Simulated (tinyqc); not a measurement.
Ballistic Schottky-barrier transistor with a two-dimensional channel, WKB contacts: two steps of the calculation.

Source Fermi level 0, drain Fermi level -Vd. Far from the contacts Ec = pn - psi, and the gate moves psi one to one; the band edges relax as exp(-x/lam) from pn at the source and pn - Vd at the drain; Ev = Ec - Eg. A carrier of energy w inside the channel band meets at a contact a barrier of height D (the contact edge beyond the channel edge): T = 1 for w >= D, else exp(-S), S = 4 lam sqrt(m/C) [sqrt(D - w) - sqrt(w) arctan sqrt((D - w)/w)], C = hbar^2/(2 m0). The two contacts combine as Ts Td/(Ts + Td - Ts Td).

Inputs (values chosen for the exercise); channel values close to those of a tungsten diselenide layer:
```
symbol,value,unit,meaning
T,300,K,temperature
pn,0.49,eV,barrier for electrons at both contacts
mn,0.35,m0,electron mass
g,2,,valleys or subbands
lam,1.6,nm,screening length at the contacts
Vd,0.7,V,drain bias
ps,0.41,V,band shift psi of the channel by the gate
w0,0.23,eV,energy of one carrier inside the channel band
wm,0.59,eV,upper end of the grid
nE,13,,points of the grid
```

Constants: q = 1.602176634e-19 C, kB = 1.380649e-23 J/K, hbar = 1.054571817e-34 J s, h = 6.62607015e-34 J s, m0 = 9.1093837015e-31 kg, Vt = kB T/q, hbar^2/(2 m0) = 0.0380998212 eV nm^2. Results are converted to the units shown.

Question 1. Transmission of one of the electrons. S and T at both contacts for w = w0, and the tunnelling distance lam ln(D/w) at the higher barrier.

D for electrons (eV): source 0.41000000, drain -0.29000000

Find: S at the source; S at the drain; combined T; tunnelling distance.

Answer 1.

S at the source = 1.4920
S at the drain = 0
combined T = 0.22492
tunnelling distance = 0.92492 nm

Question 2. Current of the electrons on a coarse grid. I/W = g (2 q^2/h) int T(w) [N(Es + w) - N(Ed + w)] dw with w the energy of motion along the channel, N(y) = (1/2 pi) sqrt(pi m kB T/C) Fm(-y/kB T), Fm(x) = (1/sqrt(pi)) int_0^infinity u^(-1/2)/(1 + exp(u - x)) du. Electrons: Ds = psi, Dd = psi - Vd, Es = Ec, Ed = Ec + Vd. Holes: Ds = -psi, Dd = Vd - psi, Es = -Ev, Ed = -Ev - Vd. The size of each current is taken; both flow from drain to source and add. Simpson's rule on nE equally spaced w from 0 to wm.

Find: w; Ts; Td; T; size of the supply difference; current.

Answer 2.

```
point  w (eV)        Ts     Td         T  size of the supply difference (1/um)
0      0.0000  4.034e-6  1.000  4.034e-6                                 6.035
1      0.0492  0.001634  1.000  0.001634                                0.9252
2      0.0983   0.01243  1.000   0.01243                                0.1387
3      0.1475   0.04840  1.000   0.04840                               0.02072
4      0.1967    0.1316  1.000    0.1316                              0.003093
5      0.2458    0.2808  1.000    0.2808                              4.618e-4
6      0.2950    0.4977  1.000    0.4977                              6.894e-5
7      0.3442    0.7518  1.000    0.7518                              1.029e-5
8      0.3933    0.9661  1.000    0.9661                              1.537e-6
9      0.4425     1.000  1.000     1.000                              2.294e-7
10     0.4917     1.000  1.000     1.000                              3.425e-8
11     0.5408     1.000  1.000     1.000                              5.113e-9
12     0.5900     1.000  1.000     1.000                             7.633e-10
```

current = 0.03801 uA/um

Range of the model: No scattering, image-force lowering, channel charge or band-to-band tunnelling; parabolic kappa overstates S deep in the gap.

Numbers from tinyqc (`OMP_NUM_THREADS=1 python tinyqc.py 2390014 2390015 out.jsonl`; about 0.5 s on one thread of a shared Intel Xeon 2.30GHz).
